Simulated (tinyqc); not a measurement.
# A and C from the efficiency peak

Problem. ABC model of an LED: J = q da (A n + Ba n^2 + Ca n^3), IQE = Ba n^2/(A n + Ba n^2 + Ca n^3), differential lifetime 1/(A + 2 Ba n + 3 Ca n^2). The peak lies at n = sqrt(A/Ca). Given Ba, find n at the peak, A and Ca.

Parameters, values chosen for the exercise:

| symbol | value | unit | meaning |
|---|---|---|---|
| Ba | 3.8e-10 | cm^3/s | radiative coefficient of the active layer |
| da | 11 | nm | thickness of the active layer |

Constants: q = 1.602176634e-19 C. Results are converted to the units shown.

peak IQE = 99.850801 %
J at the peak = 79.969332 A/cm^2

Solution. IQE J = q da Ba n^2 gives n. At the peak A n = Ca n^3, each being half of the non-radiative rate Ba n^2 (1/IQE - 1).

n at the peak = 1.092e18 cm^-3
A = 3.100e5 1/s
Ca = 2.600e-31 cm^6/s

Program tinyqc, `OMP_NUM_THREADS=1 python tinyqc.py 2300053 2300054 out.jsonl`; Intel Xeon 2.30GHz, shared host, one thread, about 0.01 s.
